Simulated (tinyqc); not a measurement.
From one set of inputs to another, one input at a time: equilibrium crystal shape, supported particles, Gibbs-Thomson effect and coarsening. Computed by tinyqc, a small Python program. Command: `OMP_NUM_THREADS=1 python tinyqc.py 3011767 3011768 out.jsonl wulff ladder`. One thread of a shared host (Intel(R) Xeon(R) Processor @ 2.30GHz), about 0.2 s of CPU time with the checks.

A cubic crystal bounded by {100}, {110} and {111} facets only.

The inputs printed are set A. Inputs not listed in the table keep their values of set A, so the rows need not describe a real material.

Inputs (values chosen for the exercise, for a model metal): lattice constant a = 3.54 angstrom; first-neighbour bond energy e1 = 0.207 eV; second-neighbour bond energy e2 = 0.084 eV; atoms in the particle N = 77000; work of adhesion W_a = 0.38 J/m^2; temperature T = 700 K; precipitate interface energy gamma_i = 0.15 J/m^2; solubility x_inf at a flat interface = 0.00031; diffusivity D = 3.4e-17 m^2/s; mean radius at the start r0 = 1.8 nm; time t = 16000 s.

Surface energies: broken bonds, bcc.

Constants: 1 eV/angstrom^2 = 16.02176634 J/m^2; e = 1.602176634e-19 C; k_B = 8.617333262e-05 eV/K; k_B = 1.380649e-23 J/K.

Method:
- A cut with normal n breaks sum_R |R.n|/(2 Omega) bonds per area (R over all neighbours of a shell) and makes two surfaces: gamma = sum over shells e_s sum_R |R.n|/(4 Omega). bcc: 8 neighbours a/2 (1,1,1), 6 at a (1,0,0), Omega = a^3/2.
- Wulff construction: the facet planes lie at distances lambda gamma from the centre, and the shape is the region inside all of them; V = (1/3) sum of area x distance. gamma_mean = sum A gamma / sum A; shape factor eta = A/V^(2/3) (4.836 for a sphere). lambda follows from V = N Omega.
- For the Wulff shape mu - mu(bulk) = 2 Omega gamma/h, with gamma and h = lambda gamma the energy and distance of any one facet plane, here (111); the vapour pressure rises by exp[(mu - mu(bulk))/(k_B T)].
- Winterbottom: the particle sits on its largest facet family, {110}, with energy gamma_f; the substrate plane cuts the shape at the distance lambda (gamma_f - W_a) below the centre. Height over that of the free particle at the same lambda = (2 gamma_f - W_a)/(2 gamma_f). An isotropic particle with gamma_mean has cos(theta) = W_a/gamma_mean - 1 (Young-Dupre); a film dewets into particles whenever W_a < 2 gamma.
- Spherical precipitates of nearly pure solute with atomic volume Omega: x(r) = x_inf exp(l/r), l = 2 gamma_i Omega/(k_B T). Diffusion-limited coarsening at small volume fraction (Lifshitz-Slyozov-Wagner): r^3 = r0^3 + K t, K = (4/9) D x_inf l; the number density falls as (r0/r)^3. The steady size distribution is assumed from the start, and D and x_inf are inputs that do not follow T.

Each row keeps all changes above it:
```
input moved                                      from       to  mu - mu(bulk) (meV)  mean radius at t (nm)  relative height
set A                                               -        -                 21.6                  3.858           0.6389
precipitate interface energy gamma_i (J/m^2)     0.15     0.53                 21.6                  5.730           0.6389
second-neighbour bond energy e2 (eV)            0.084     0.17                 27.7                  5.730           0.7213
atoms in the particle N                         77000      360                165.6                  5.730           0.7213
time t (s)                                      16000      640                165.6                  2.359           0.7213
mean radius at the start r0 (nm)                  1.8      4.3                165.6                  4.428           0.7213
solubility x_inf at a flat interface          0.00031  0.00021                165.6                  4.387           0.7213
first-neighbour bond energy e1 (eV)             0.207     0.31                212.6                  4.387           0.7811
```

mu - mu(bulk) goes from 21.6 to 213, a factor 9.83 in all. The largest single move comes from atoms in the particle N (a factor 5.98). Mean radius at t goes from 3.86 to 4.39, a factor 1.14 in all. The largest single move comes from time t (a factor 0.412), but it runs against the net change; the largest move in the direction of the net change is mean radius at the start r0 (a factor 1.88). Relative height goes from 0.639 to 0.781, a factor 1.22 in all. The largest single move comes from second-neighbour bond energy e2 (a factor 1.13). The single moves hold for this order of the switches; the total does not depend on the order.

Caution (all rows): l is not small against r0, so the linearised Gibbs-Thomson law behind the coarsening rate is rough. Caution (rows atoms in the particle N, time t, mean radius at the start r0, solubility x_inf at a flat interface, first-neighbour bond energy e1): below a few thousand atoms edges and corners add to the energy and facets hold few atoms.

Extremes, crossings and ranges named in words are read from the listed rows.
